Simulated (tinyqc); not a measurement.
# Disorder broadening of a semi-elliptic band in the self-consistent Born approximation: what changes with what

The local Green function is G = g0(z - Sigma) with z = E + i eta and g0(z) = (z - sqrt(z - 2t) sqrt(z + 2t))/(2 t^2), principal roots; the self-energy is Sigma = D G. The density of states is -Im G/pi.

Inputs (values chosen for the exercise):
- t = 1 eV (hopping)
- D = 0.98 eV^2 (variance of the random site energy)
- eta = 0.03 eV (bare broadening)
- E = -2.268 eV (energy from the band centre)

Each table varies one quantity; the others keep the values above.

## Density of states across the band

Sigma is iterated to self-consistency (retarded branch, Im Sigma < 0); first Born means Sigma = D g0(z) put once into G = g0(z - Sigma); clean means Sigma = 0. Closed form: G = (z - sqrt(z^2 - 4 (t^2 + D)))/(2 (t^2 + D)) with the root that gives Im G < 0; for eta -> 0 a semi-ellipse of half-width 2 sqrt(t^2 + D).

Density of states across the band:

| E (eV) | Re Sigma (eV) | Im Sigma (eV) | DOS, self-consistent (1/eV) | DOS, first Born (1/eV) | DOS, clean (1/eV) |
|---|---|---|---|---|---|
| 0 | 0 | -0.6891 | 0.2238 | 0.1971 | 0.3136 |
| 0.338 | 0.08275 | -0.6840 | 0.2222 | 0.1975 | 0.3090 |
| 0.675 | 0.1652 | -0.6687 | 0.2172 | 0.1987 | 0.2949 |
| 1.013 | 0.2478 | -0.6424 | 0.2087 | 0.2010 | 0.2697 |
| 1.351 | 0.3303 | -0.6036 | 0.1961 | 0.2054 | 0.2300 |
| 1.689 | 0.4124 | -0.5497 | 0.1786 | 0.2148 | 0.1659 |
| 2.026 | 0.4937 | -0.4761 | 0.1546 | 0.2386 | 0.02187 |
| 2.364 | 0.5735 | -0.3707 | 0.1204 | 0.1249 | 0.004175 |
| 2.702 | 0.6434 | -0.1891 | 0.06142 | 0.006593 | 0.002325 |
| 3.039 | 0.4677 | -0.01221 | 0.003965 | 0.002817 | 0.001566 |
| 3.377 | 0.3737 | -0.006004 | 0.001950 | 0.001722 | 0.001151 |

The self-consistent density of states falls from 0.224 to 0.00195 1/eV. The clean band ends at 2t = 2.00 eV; at E = 2.026 eV, beyond it, the self-consistent value is 0.155 against 0.0219 clean: disorder widens the band. By ratio, first Born differs most at E = 2.702 eV, where it is 0.11 times the self-consistent value.

## Effect of the disorder strength

Same model as above.

The same in every row: DOS, clean (1/eV) = 0.005337.

Results:

| D (eV^2) | Re Sigma (eV) | Im Sigma (eV) | DOS, self-consistent (1/eV) | DOS, first Born (1/eV) |
|---|---|---|---|---|
| 0.027 | -0.01641 | -4.829e-4 | 0.005693 | 0.005683 |
| 0.091 | -0.05764 | -0.001952 | 0.006828 | 0.006663 |
| 0.17 | -0.1148 | -0.005010 | 0.009381 | 0.008320 |
| 0.31 | -0.2462 | -0.03946 | 0.04052 | 0.01410 |
| 0.56 | -0.3954 | -0.1830 | 0.1040 | 0.07884 |
| 1 | -0.5569 | -0.4152 | 0.1322 | 0.1684 |
| 1.9 | -0.7342 | -0.8226 | 0.1378 | 0.2530 |
| 3.4 | -0.8688 | -1.352 | 0.1266 | 0.3026 |

Estimate the missing row, D = 0.05 eV^2.

Computed row:

| D (eV^2) | Re Sigma (eV) | Im Sigma (eV) | DOS, self-consistent (1/eV) | DOS, first Born (1/eV) |
|---|---|---|---|---|
| 0.05 | -0.03082 | -9.497e-4 | 0.006046 | 0.006007 |

With this row back in the table: |Im Sigma| rises from 4.83e-4 to 1.35 eV, as D^(1.10) between the first two rows and D^(0.85) between the last two (the golden rule gives power 1, broadening wider than the band power 1/2). First Born is 0.18 % below the self-consistent density of states in the first row and 2.39 times it in the last.

Range of the model: The self-consistent Born approximation misses band tails from rare fluctuations and localisation.

Program tinyqc, `OMP_NUM_THREADS=1 python tinyqc.py 2720017 2720018 out.jsonl`; Intel Xeon 2.30GHz, shared host, one thread, about 0.01 s.
